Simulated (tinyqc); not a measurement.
Worked calculation: plane-wave Kohn-Sham cycle with exchange-only LDA in a layered model solid. Computed by tinyqc, a small Python program that keeps every step. Settings: points = 16, plane-wave index or count = 2, electrons = 2, k points = 3, area = 40.0, mixing = 0.1, iteration cap = 75, Pulay depth = 3. Command: `OMP_NUM_THREADS=1 python tinyqc.py 28573 28574 out.jsonl` (the two numbers bound the seeds that draw the settings). One thread of a shared host (Intel(R) Xeon(R) Processor @ 2.60GHz), about 0.01 s of CPU time with the checks. Later iterations appear only in the table of the cycle.

## Iteration 1: potential

A solid whose potential varies along x alone (atomic units):

| parameter | value |
|---|---|
| period a | 12.200000 |
| cross-section of the cell | 40.000000 |
| electrons per cell | 2 |
| grid points | 16 |
| plane waves -n..n, n | 2 |
| k points | 3 |
| V1 in V1 cos(2 pi x/a) | -0.490000 |

density at the start, on the grid x_j = j a/N (e/bohr^3): 0.00409836  0.00409836  0.00409836  0.00409836  0.00409836  0.00409836  0.00409836  0.00409836  0.00409836  0.00409836  0.00409836  0.00409836  0.00409836  0.00409836  0.00409836  0.00409836

V_H(G) = 4 pi rho(G)/G^2 for G != 0 (uniform background); v_x = -(3 rho/pi)^(1/3); V = V_ext + V_H + v_x; Fourier components f(G_m) = (1/N) sum_j f(x_j) exp(-i G_m x_j).

Potentials on the grid (hartree):

| x | V_ext | V_H | v_x | V |
|---|---|---|---|---|
| 0.000000 | -0.490000 | 0.000000 | -0.157589 | -0.647589 |
| 0.762500 | -0.452701 | 0.000000 | -0.157589 | -0.610290 |
| 1.525000 | -0.346482 | 0.000000 | -0.157589 | -0.504072 |
| 2.287500 | -0.187515 | 0.000000 | -0.157589 | -0.345104 |
| 3.050000 | 0 | 0.000000 | -0.157589 | -0.157589 |
| 3.812500 | 0.187515 | 0.000000 | -0.157589 | 0.029925 |
| 4.575000 | 0.346482 | 0.000000 | -0.157589 | 0.188893 |
| 5.337500 | 0.452701 | 0.000000 | -0.157589 | 0.295112 |
| 6.100000 | 0.490000 | 0.000000 | -0.157589 | 0.332411 |
| 6.862500 | 0.452701 | 0.000000 | -0.157589 | 0.295112 |
| 7.625000 | 0.346482 | 0.000000 | -0.157589 | 0.188893 |
| 8.387500 | 0.187515 | 0.000000 | -0.157589 | 0.029925 |
| 9.150000 | 0 | 0.000000 | -0.157589 | -0.157589 |
| 9.912500 | -0.187515 | 0.000000 | -0.157589 | -0.345104 |
| 10.675000 | -0.346482 | 0.000000 | -0.157589 | -0.504072 |
| 11.437500 | -0.452701 | 0.000000 | -0.157589 | -0.610290 |

V(G_m), m = 0, 1, 2, ... (hartree): -0.157589  -0.245000  0.000000  0.000000  0.000000

## Iteration 1: Hamiltonian at one k

k = 0.000000 2 pi / a

H(m,m') = (k + G_m)^2/2 delta + V(G_m - G_m'), with V(-G) = V(G).

H (hartree):
```
           -2         -1         +0         +1         +2
-2   0.372892  -0.245000   0.000000   0.000000   0.000000
-1  -0.245000  -0.024969  -0.245000   0.000000   0.000000
+0   0.000000  -0.245000  -0.157589  -0.245000   0.000000
+1   0.000000   0.000000  -0.245000  -0.024969  -0.245000
+2   0.000000   0.000000   0.000000  -0.245000   0.372892
```

## Iteration 1: levels at that k

Diagonalise the Hermitian matrix.

eigenvalues (hartree): -0.474552  -0.141631  0.134426  0.489553  0.530459

## Iteration 1: new density

Motion across x is left out: the lowest 1 band(s) hold two electrons at each of the k points (j + 1/2)/nk - 1/2. Residual R = rho(out) - rho(in); rho(new) = rho(in) + 0.1 R. rho(out) = 2/(a A nk) sum |psi|^2 with psi = sum c exp(i G x). Harris energy E = band energy - dV sum rho (V_H/2 + v_x) + (3/4) dV sum rho v_x with rho(in), dV = a A/N, band energy = (2/nk) sum of the filled levels.

rho(out) (e/bohr^3): 0.01518638  0.01293666  0.00789526  0.00331273  0.00088581  0.00013705  0.00001336  0.00000701  0.00001165  0.00000701  0.00001336  0.00013705  0.00088581  0.00331273  0.00789526  0.01293666

density after iteration 1 (e/bohr^3): 0.00520716  0.00498219  0.00447805  0.00401980  0.00377711  0.00370223  0.00368986  0.00368923  0.00368969  0.00368923  0.00368986  0.00370223  0.00377711  0.00401980  0.00447805  0.00498219

energy per cell = -0.86887209 hartree

## Iteration 2: potential

As before.

Potentials on the grid (hartree):

| x | V_ext | V_H | v_x | V |
|---|---|---|---|---|
| 0.000000 | -0.490000 | 0.035724 | -0.170683 | -0.624959 |
| 0.762500 | -0.452701 | 0.031817 | -0.168189 | -0.589073 |
| 1.525000 | -0.346482 | 0.021627 | -0.162313 | -0.487168 |
| 2.287500 | -0.187515 | 0.008630 | -0.156576 | -0.335461 |
| 3.050000 | 0 | -0.003933 | -0.153359 | -0.157292 |
| 3.812500 | 0.187515 | -0.014252 | -0.152339 | 0.020924 |
| 4.575000 | 0.346482 | -0.021713 | -0.152169 | 0.172600 |
| 5.337500 | 0.452701 | -0.026194 | -0.152161 | 0.274346 |
| 6.100000 | 0.490000 | -0.027688 | -0.152167 | 0.310145 |
| 6.862500 | 0.452701 | -0.026194 | -0.152161 | 0.274346 |
| 7.625000 | 0.346482 | -0.021713 | -0.152169 | 0.172600 |
| 8.387500 | 0.187515 | -0.014252 | -0.152339 | 0.020924 |
| 9.150000 | 0 | -0.003933 | -0.153359 | -0.157292 |
| 9.912500 | -0.187515 | 0.008630 | -0.156576 | -0.335461 |
| 10.675000 | -0.346482 | 0.021627 | -0.162313 | -0.487168 |
| 11.437500 | -0.452701 | 0.031817 | -0.168189 | -0.589073 |

V(G_m), m = 0, 1, 2, ... (hartree): -0.157316  -0.233520  -0.000031  -0.000273  -0.000016

## Iteration 2: Hamiltonian at one k

k = 0.000000 2 pi / a

As before.

H (hartree):
```
           -2         -1         +0         +1         +2
-2   0.373165  -0.233520  -0.000031  -0.000273  -0.000016
-1  -0.233520  -0.024696  -0.233520  -0.000031  -0.000273
+0  -0.000031  -0.233520  -0.157316  -0.233520  -0.000031
+1  -0.000273  -0.000031  -0.233520  -0.024696  -0.233520
+2  -0.000016  -0.000273  -0.000031  -0.233520   0.373165
```

## Iteration 2: levels at that k

As before.

eigenvalues (hartree): -0.455922  -0.132294  0.130051  0.480811  0.516977

## Iteration 2: new density

B (overlaps of the stored error matrices):
```
               1              2
1  4.4482135e-04  3.9705361e-04
2  3.9705361e-04  3.5443269e-04
```

Motion across x is left out: the lowest 1 band(s) hold two electrons at each of the k points (j + 1/2)/nk - 1/2. Residual R = rho(out) - rho(in); rho(new) = rho(in) + 0.1 R; Pulay mixing then takes sum c_i of the stored mixed densities, with c from B_ij = sum R_i R_j as in DIIS. rho(out) = 2/(a A nk) sum |psi|^2 with psi = sum c exp(i G x). Harris energy E = band energy - dV sum rho (V_H/2 + v_x) + (3/4) dV sum rho v_x with rho(in), dV = a A/N, band energy = (2/nk) sum of the filled levels.

rho(out) (e/bohr^3): 0.01505878  0.01285763  0.00790837  0.00337339  0.00093260  0.00015449  0.00001713  0.00000793  0.00001189  0.00000793  0.00001713  0.00015449  0.00093260  0.00337339  0.00790837  0.01285763

DIIS coefficients: -8.281011  9.281011

density after iteration 2 (e/bohr^3): 0.01435046  0.01229140  0.00766173  0.00341986  0.00113712  0.00040957  0.00028120  0.00027261  0.00027632  0.00027261  0.00028120  0.00040957  0.00113712  0.00341986  0.00766173  0.01229140

energy per cell = -0.83411208 hartree

## Convergence

Stop when sqrt(dV sum R^2) is below 1e-8, dV = a A/N.

Course of the cycle:

| iteration | E (hartree) | norm of the residual |
|---|---|---|
| 1 | -0.86887209 | 1.16e-01 |
| 2 | -0.83411208 | 1.04e-01 |
| 3 | -0.69566472 | 1.06e-02 |
| 4 | -0.69680533 | 2.35e-02 |
| 5 | -0.69617026 | 4.47e-03 |
| 6 | -0.69609010 | 2.57e-04 |
| 7 | -0.69608992 | 3.63e-05 |
| 8 | -0.69608992 | 2.79e-05 |
| 9 | -0.69608995 | 1.94e-05 |
| 10 | -0.69608996 | 1.74e-05 |
| 11 | -0.69609000 | 4.77e-06 |
| 12 | -0.69609000 | 4.26e-06 |
| 13 | -0.69609000 | 9.45e-07 |
| 14 | -0.69609000 | 8.46e-07 |
| 15 | -0.69609000 | 5.01e-07 |
| 16 | -0.69609000 | 4.15e-07 |
| 17 | -0.69609000 | 3.69e-07 |
| 18 | -0.69609000 | 1.37e-07 |
| 19 | -0.69609000 | 1.22e-07 |
| 20 | -0.69609000 | 2.44e-08 |
| 21 | -0.69609000 | 2.18e-08 |
| 22 | -0.69609000 | 8.97e-09 |

Converged in 22 iterations. Before convergence this energy mixes input and output and is not variational, so it may rise towards its limit.
